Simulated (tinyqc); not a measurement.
CIS on RHF in the 3-21g basis, for H2, spin multiplicity 1, step by step. One step of it, computed by the program tinyqc.

Question. CIS matrix, singlets. A(ia,jb) = (e_a - e_i) d_ij d_ab + 2 (ia|jb) - (ij|ab).

orbital energies (hartree): MO1 -0.496411, MO2 0.154940, MO3 1.130096, MO4 1.237636

Two-electron integrals over orbitals (pq|rs), unique and non-zero (hartree):
```
(11|11) 0.547077    (21|21) 0.124365    (22|11) 0.456582    (22|22) 0.426910
(31|11) 0.117766    (31|22) 0.076805    (31|31) 0.088030    (32|21) 0.029828
(32|32) 0.046231    (33|11) 0.514984    (33|22) 0.437371    (33|31) 0.123800
(33|33) 0.515368    (41|21) -0.077281   (41|32) -0.060628   (41|41) 0.096698
(42|11) -0.129304   (42|22) -0.080048   (42|31) -0.081587   (42|33) -0.131709
(42|42) 0.086335    (43|21) -0.141737   (43|32) -0.063475   (43|41) 0.124083
(43|43) 0.204333    (44|11) 0.548996    (44|22) 0.467835    (44|31) 0.157934
(44|33) 0.553084    (44|42) -0.157926   (44|44) 0.610852
```

Give: CIS matrix A, singlet.

Answer.

CIS matrix A, singlet (hartree), order 1>2, 1>3, 1>4:
$$\begin{pmatrix}
0.4435 & 0.0000 & -0.0253 \\
0.0000 & 1.2876 & 0.0000 \\
-0.0253 & 0.0000 & 1.3784
\end{pmatrix}$$
